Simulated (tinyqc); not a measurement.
What each parameter does: polytypes by hexagonality, and a cubic inclusion as a quantum well.

Gap: E3 + (E2 - E3) h. Valence top Ev2 h and polarisation P2 h, both counted from 3C; Ec = Ev + gap.

A cubic inclusion of width L = N d in the host (h = 1) is a well of depth V = Ec(host) - Ec(3C). Square well with mass mismatch: k tan(k L/2) = (m_w/m_b) q, k = sqrt(m_w E/c), q = sqrt(m_b (V - E)/c), c = hbar^2/2m0, lowest root. The depth of the level, V - E, is its binding, and the transition to the valence top of the host is gap(host) - (V - E). The step in polarisation gives a field |F| = |P|/(eps eps0) in a thin inclusion, eps0 = 8.8541878e-12 F/m.

Constants: hbar^2/2m0 = 3.80998211 eV angstrom^2.

Values chosen for the exercise (of the order of those of InAs; shifted at random, so the results belong to these values and not to a real crystal): E3 = 0.417 eV (gap of the cubic polytype); E2 = 0.461 eV (gap of 2H); Ev2 = 0.036 eV (valence top of 2H above that of 3C); P2 = 0.0022 C/m^2 (spontaneous polarisation of 2H); m = (0.025, 0.025) m0 (electron mass along c in the cubic layer and in the host); d = 3.499 angstrom (thickness of a double layer); eps = 15.2 (dielectric constant); N = 12 (double layers in the cubic inclusion).

Well depth, depth of the level, transition without the field and field.

One parameter was then changed.

Results before and after:
```
case     V (eV)  depth (eV)  transition (eV)  |F| (MV/cm)
base     0.0800      0.0143           0.4467        0.163
changed  0.0800      0.0161           0.4449        0.163
```

Which of these changes was made? (a) P2 = 0.0029 C/m^2; (b) N = 13; (c) E2 = 0.491 eV; (d) m = (0.03, 0.025) m0; (e) E3 = 0.397 eV; (f) Ev2 = 0.066 eV; (g) eps = 16.2.

Answer: (b) N = 13. Of the candidates, run in turn, only this one gives the changed row.

All candidates:
```
case                  V (eV)  depth (eV)  transition (eV)  |F| (MV/cm)
base                  0.0800      0.0143           0.4467        0.163
N = 13                0.0800      0.0161           0.4449        0.163
Ev2 = 0.066 eV        0.1100      0.0249           0.4361        0.163
E3 = 0.397 eV         0.1000      0.0211           0.4399        0.163
E2 = 0.491 eV         0.1100      0.0249           0.4661        0.163
P2 = 0.0029 C/m^2     0.0800      0.0143           0.4467        0.215
eps = 16.2            0.0800      0.0143           0.4467        0.153
m = (0.03, 0.025) m0  0.0800      0.0145           0.4465        0.163
```

Program tinyqc; command `OMP_NUM_THREADS=1 python tinyqc.py 1850557 1850558 out.jsonl`; about 0.1 s on one thread of a shared Intel(R) Xeon(R) Processor @ 2.30GHz.
